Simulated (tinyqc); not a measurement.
p-i-n junction, non-linear Poisson equation by Newton steps: course of the Newton iteration.

One dimension, p side on the left, n side on the right; net doping C = -Na for x < 0, 0 for 0 < x < Li and +Nd beyond. The potential psi is counted from the intrinsic level, and the quasi-Fermi potentials are flat: 0 for holes and -V for electrons, so n = ni exp((psi + V)/Vt) and p = ni exp(-psi/Vt) (Boltzmann statistics, full ionisation, no current).

a_i = eps0 eps_r/h_i for the interval from node i to i + 1, with h_i = x_(i+1) - x_i in cm.

Start: A straight line in x from psi_p = -Vt ln(Na/ni) at the first node to psi_n = Vt ln(Nd/ni) - V at the last.

n_i = ni exp((psi_i + V)/Vt), p_i = ni exp(-psi_i/Vt), rho_i = p_i - n_i + C_i, g_i = (n_i + p_i)/Vt. Box widths w_i = (h_(i-1) + h_i)/2 in cm. Residual F_i = a_i (psi_(i+1) - psi_i) - a_(i-1) (psi_i - psi_(i-1)) + q rho_i w_i; Jacobian: a_(i-1) and a_i beside the diagonal, b_i = -a_(i-1) - a_i - q g_i w_i on it. The two end nodes are fixed.

Solve the tridiagonal system a_(i-1) d_(i-1) + b_i d_i + a_i d_(i+1) = -F_i for nodes 1 to 14, with d = 0 on fixed nodes. Each component d is damped to sign(d) Vt ln(1 + |d|/Vt) before it is added.

Stop when the largest undamped |d| is below 1e-9 V, or after 80 iterations.

Values chosen for this exercise; band and dielectric values close to those of gallium phosphide:
- T = 273 K (temperature)
- Eg = 2.3 eV (band gap)
- eps_r = 11.2 (relative permittivity)
- Nc = 1.54e19 cm^-3 (conduction-band density of states at T)
- Nv = 1.63e19 cm^-3 (valence-band density of states at T)
- Na = 5.4e17 cm^-3 (acceptor density of the p side)
- Nd = 2.7e17 cm^-3 (donor density of the n side)
- V = 0 V (bias of the p side against the n side)
- Li = 170 nm (width of the undoped layer, from x = 0 to Li)

Constants: q = 1.602176634e-19 C, kB = 1.380649e-23 J/K, Vt = kB T/q, eps0 = 8.8541878128e-14 F/cm where lengths are in cm. Results are converted to the units shown.

| node | x (nm) | net doping C (cm^-3) |
|---|---|---|
| 0 | -96.8 | -5.4e17 |
| 1 | -67.9 | -5.4e17 |
| 2 | -43.9 | -5.4e17 |
| 3 | -23.8 | -5.4e17 |
| 4 | -7 | -5.4e17 |
| 5 | 7 | 0 |
| 6 | 23.2 | 0 |
| 7 | 41.8 | 0 |
| 8 | 63.4 | 0 |
| 9 | 88.2 | 0 |
| 10 | 117 | 0 |
| 11 | 150 | 0 |
| 12 | 188 | 2.7e17 |
| 13 | 232 | 2.7e17 |
| 14 | 283 | 2.7e17 |
| 15 | 342 | 2.7e17 |

ni = 0.00933296 cm^-3

Course of the iteration:

| iteration | largest \|F\| (C/cm^2) | largest \|d\| (V) | at node |
|---|---|---|---|
| 1 | 2.38e-7 | 3.05 | 13 |
| 2 | 2.21e-7 | 3.15 | 13 |
| 3 | 2.02e-7 | 1.93 | 12 |
| 4 | 1.98e-7 | 1.55 | 12 |
| 5 | 2.34e-7 | 1.19 | 12 |
| 6 | 1.65e-7 | 0.496 | 12 |
| 7 | 1.50e-7 | 0.392 | 12 |
| 8 | 1.25e-7 | 0.178 | 12 |
| 9 | 6.20e-8 | 0.124 | 10 |
| 10 | 1.56e-8 | 0.0830 | 10 |
| 11 | 8.75e-9 | 0.0475 | 10 |
| 12 | 5.44e-9 | 0.0215 | 10 |
| 13 | 2.21e-9 | 6.22e-3 | 10 |
| 14 | 3.33e-10 | 7.00e-4 | 10 |
| 15 | 5.88e-12 | 1.02e-5 | 10 |
| 16 | 1.40e-15 | 2.22e-9 | 10 |
| 17 | < 1e-19 | < 1e-12 | 14 |

Did this iteration meet its convergence test, and what does its course show?

Yes. Converged in 17 iterations. Once the step is below 0.1 Vt, 3 more iteration(s) reach the threshold: near the solution the error is roughly squared each time.

Computed by the program tinyqc: `OMP_NUM_THREADS=1 python tinyqc.py 2000042 2000043 out.jsonl`, one thread of a shared Intel Xeon 2.30GHz, about 0.07 s for the whole run.
